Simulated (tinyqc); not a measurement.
# Floating body of a partially depleted SOI transistor: body voltage and kink, step by step

Numbers from tinyqc (`OMP_NUM_THREADS=1 python tinyqc.py 2182143 2182144 out.jsonl`; about 0.2 s on one thread of a shared Intel Xeon 2.30GHz). Printed values are rounded.

Source at 0 V. Channel current Ic = 2 nf K Vt^2 [F(0) - F(Vd)](1 + la Vd), F(V) = ln^2(1 + exp((Vg - VT - nf V)/(2 nf Vt))), VT = VT0 - gb Vb. Saturation voltage Vs = 2 Vt sqrt(F(0)) + 3 Vt, excess Ve = (Vd - Vs + sqrt((Vd - Vs)^2 + 0.0004 V^2))/2, multiplication M1 = Ai Ve exp(-Bl/Ve). Each junction passes D(v) = J1 (exp(v/Vt) - 1) + J2 (exp(v/(2 Vt)) - 1). Bipolar current Ib = bb J1 (exp(Vb/Vt) - 1). The body settles where M1 (Ic + Ib) = D(Vb) + D(Vb - Vd) + Vb/Rb; drain current Id = (1 + M1)(Ic + Ib) - D(Vb - Vd).

Parameters, values chosen for the exercise; values of the order met in partially depleted silicon-on-insulator transistors:
```
symbol    value         unit                                                                                            meaning
T           330            K                                                                                        temperature
VT0        0.51            V                                                                     threshold at zero body voltage
gb         0.26                                                                  fall of the threshold per volt of body voltage
nf         1.23                                                                                                    slope factor
K           200  uA/(V^2 um)                                                                              gain factor per width
la         0.08          1/V                                                                   channel-length modulation factor
Ai         1.88          1/V                                                                        impact-ionisation prefactor
Bl          8.4            V                                                                          impact-ionisation voltage
J1      6.4e-12        uA/um                                                      diffusion saturation current of each junction
J2         3e-7        uA/um                                                  recombination saturation current of each junction
bb            0                                                 gain of the lateral bipolar transistor on the diffusion current
Rb          1e9      kohm um  resistance of a weak body tie to the source (1e9 stands for no tie, and the term is then dropped)
Vg         0.56            V                                                                                       gate voltage
Vd          1.9            V                                                                                      drain voltage
```

Constants: q = 1.602176634e-19 C, kB = 1.380649e-23 J/K, Vt = kB T/q. Results are converted to the units shown.

Range of the model: The multiplication law is an empirical form chosen for the exercise; self-heating and capacitive coupling to the body are left out, and the linear laws are rough once Vb passes about 0.7 V or M1 about 0.1.

## Starting value

Vb = 0.71 V.

Vb at the start = 0.71 V

## Iteration 1: new Vb

Current into the body I_in = M1 (Ic + Ib) - D(Vb - Vd), current out I_out = D(Vb) + Vb/Rb; f = ln(I_in/I_out), s = df/dVb by central differences over 1e-5 V, Vb(new) = Vb - f/s.

Ic = 5.260877 uA/um
Ve = 1.622064 V
M1 = 0.01718676
I_in = 0.09041772 uA/um
I_out = 0.5251996 uA/um
f = -1.759338
s = -31.17193 1/V
Vb after iteration 1 = 0.6535602 V

## Iteration 2: new Vb

As before.

Ic = 4.652485 uA/um
Ve = 1.633547 V
M1 = 0.01795013
I_in = 0.08351303 uA/um
I_out = 0.09064721 uA/um
f = -0.08197253
s = -27.99611 1/V
Vb after iteration 2 = 0.6506322 V

## Course of the iteration

Stop when the step is below 1e-10 V, or after 40 iterations.

Course of the iteration:
```
iteration  Vb before the step (V)   step (V)
1                            0.71    -0.0564
2                       0.6535602   -2.93e-3
3                       0.6506322   -1.09e-5
4                       0.6506213  -1.52e-10
5                       0.6506213          0
```

Converged in 5 iterations.

## Drain current with floating and with grounded body

converged Vb = 0.6506213 V

Id and VT at the converged Vb, Id at Vb = 0, their ratio, and the bipolar share Ib/(Ic + Ib).

VT = 0.3408385 V
Id, floating = 4.705111 uA/um
Id, grounded = 0.5832910 uA/um
ratio = 8.066491
bipolar share = 0.000000 %

The body rises to 0.651 V and lowers the threshold by 169 mV.
